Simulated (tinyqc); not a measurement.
# Ballistic Schottky-barrier transistor with a one-dimensional channel, WKB contacts: effects of single changes

Source Fermi level 0, drain Fermi level -Vd. Far from the contacts Ec = pn - psi, and the gate moves psi one to one; the band edges relax as exp(-x/lam) from pn at the source and pn - Vd at the drain; Ev = Ec - Eg. A carrier of energy w inside the channel band meets at a contact a barrier of height D (the contact edge beyond the channel edge): T = 1 for w >= D, else exp(-S), S = 4 lam sqrt(m/C) [sqrt(D - w) - sqrt(w) arctan sqrt((D - w)/w)], C = hbar^2/(2 m0). The two contacts combine as Ts Td/(Ts + Td - Ts Td).

Inputs (values chosen for the exercise); channel values close to those of a silicon nanowire with silicide contacts: temperature T = 300 K; band gap Eg = 1.12 eV; barrier for electrons at both contacts pn = 0.89 eV; electron mass mn = 0.19 m0; hole mass mp = 0.25 m0; valleys or subbands g = 2; screening length at the contacts lam = 1 nm; drain bias Vd = 0.05 V.

Constants: q = 1.602176634e-19 C, kB = 1.380649e-23 J/K, hbar = 1.054571817e-34 J s, h = 6.62607015e-34 J s, m0 = 9.1093837015e-31 kg, Vt = kB T/q, hbar^2/(2 m0) = 0.0380998212 eV nm^2. Results are converted to the units shown.

Each table varies one quantity; the others keep the values above.

## Ambipolar transfer curve

I = g (2 q^2/h) int T(w) [f(Es + w) - f(Ed + w)] dw, f(y) = 1/(1 + exp(y/Vt)). Electrons: Ds = psi, Dd = psi - Vd, Es = Ec, Ed = Ec + Vd. Holes: Ds = -psi, Dd = Vd - psi, Es = -Ev, Ed = -Ev - Vd. The size of each current is taken; both flow from drain to source and add. The integrals are converged. Swing = d(psi)/d(log10 I).

Results:

| ps (V) | electrons (uA) | holes (uA) | I (uA) | swing (mV/decade) |
|---|---|---|---|---|
| -0.18 | 3.628e-18 | 0.1705 | 0.1705 | -105.1 |
| -0.07 | 2.556e-16 | 0.01118 | 0.01118 | -92.35 |
| 0.04 | 1.259e-14 | 6.453e-4 | 6.453e-4 | -77.85 |
| 0.15 | 2.317e-13 | 9.798e-6 | 9.798e-6 | -59.53 |
| 0.37 | 1.552e-10 | 1.974e-9 | 2.129e-9 | -68.58 |
| 0.48 | 5.185e-9 | 2.802e-11 | 5.213e-9 | 72.05 |
| 0.59 | 1.888e-7 | 3.976e-13 | 1.888e-7 | 69.81 |
| 0.71 | 1.020e-5 | 3.833e-15 | 1.020e-5 | 68.78 |
| 0.82 | 4.071e-4 | 5.441e-17 | 4.071e-4 | 69.40 |
| 0.93 | 0.009659 | 7.722e-19 | 0.009659 | 109.4 |
| 1.04 | 0.04648 | 1.096e-20 | 0.04648 | 235.9 |

Estimate the missing row, ps = 0.26 V.

Computed row:

| ps (V) | electrons (uA) | holes (uA) | I (uA) | swing (mV/decade) |
|---|---|---|---|---|
| 0.26 | 5.325e-12 | 1.391e-7 | 1.391e-7 | -59.53 |

With this row back in the table: I goes from 0.170 through a minimum of 2.13e-9 (at ps = 0.37 V among the rows listed) to 0.0465 uA; the exact minimum lies at psi = 0.409 V. Holes carry the left branch and electrons the right. The ratio of the last row to the smallest is 2.18e7 and of the first row 8.01e7, with barriers of 0.89 eV for electrons and 0.230 eV for holes. The steepest swing among the rows is 59.5 mV/decade, against the thermionic limit 59.5.

## Effect of the drain bias on the off state

Same model as above.

For each Vd, psi is set to the minimum of I.

Effect of the drain bias on the off state:

| Vd (V) | psi at the minimum (V) | smallest I (uA) |
|---|---|---|
| 0.05 | 0.409 | 9.69e-10 |
| 0.21 | 0.491 | 2.26e-8 |
| 0.37 | 0.576 | 4.17e-7 |
| 0.53 | 0.661 | 7.46e-6 |
| 0.68 | 0.741 | 1.11e-4 |
| 0.84 | 0.820 | 0.00185 |
| 1 | 0.896 | 0.0188 |

What does the table show?

The smallest current rises from 9.69e-10 to 0.0188 uA, 6.30 decades a volt between the last two rows, and the minimum moves by 0.51 V a volt over the table: a larger Vd lets holes enter from the drain while electrons still enter from the source.

Range of the model: No scattering, image-force lowering, channel charge or band-to-band tunnelling; parabolic kappa overstates S deep in the gap.

Numbers from tinyqc (`OMP_NUM_THREADS=1 python tinyqc.py 2390137 2390138 out.jsonl`; about 0.08 s on one thread of a shared Intel Xeon 2.30GHz).
